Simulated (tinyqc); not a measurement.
Towards Landau levels: square lattice in a magnetic field (Harper-Hofstadter model).

Landau gauge, lattice period 1: the magnetic cell has q sites j = 0 to q - 1 along x. H_jj = -2 ty cos(ky + 2 pi p j/q), H_(j,j+1) = -tx, and the bond from q - 1 back to 0 is H_(q-1,0) = -tx exp(i q kx). The levels depend on k only through cos(q kx) and cos(q ky), so the band edges lie at (0, 0) and (pi/q, pi/q).

Values chosen for the exercise: tx = 1.9 meV (hopping along x); ty = 0.8 meV (hopping along y).

Flux 1/Q. Near the bottom of the band the mass gives hbar wc = 4 pi sqrt(tx ty)/Q and E_0 = -2 (tx + ty) + hbar wc/2. For each Q, p = 1 and q = Q.

Lowest band (meV):

| Q | centre | width | E_0 | spacing to band 2 | hbar wc |
|---|---|---|---|---|---|
| 3 | -3.3743 | 1.35 | -2.8179 | 3.3743 | 5.1643 |
| 5 | -4.1152 | 0.234 | -3.8507 | 2.2358 | 3.0986 |
| 6 | -4.2956 | 0.102 | -4.1089 | 1.8969 | 2.5821 |
| 8 | -4.5364 | 0.0195 | -4.4317 | 1.5143 | 1.9366 |
| 12 | -4.8007 | 0.000715 | -4.7545 | 1.1047 | 1.2911 |
| 20 | -5.0293 | 1.03e-06 | -5.0127 | 0.7082 | 0.7746 |

Give the missing row, Q = 4.

Computed row:
```
Q   centre  width      E_0  spacing to band 2  hbar wc
4  -3.8504  0.546  -3.4634             2.8256   3.8732
```

The width falls from 1.35 to 1e-06 meV, by a factor 2.27 for each unit of Q at the end, so the band turns into a flat level. Its centre lies -0.556 meV from E_0 at Q = 3 and -0.017 meV at Q = 20; the spacing reaches 91 % of hbar wc, the shortfall coming from the non-parabolic band.

Run: tinyqc, `OMP_NUM_THREADS=1 python tinyqc.py 1251742 1251743 out.jsonl`; Intel(R) Xeon(R) Processor @ 2.30GHz, one thread, shared host; about 0.04 s of CPU time with all checks.
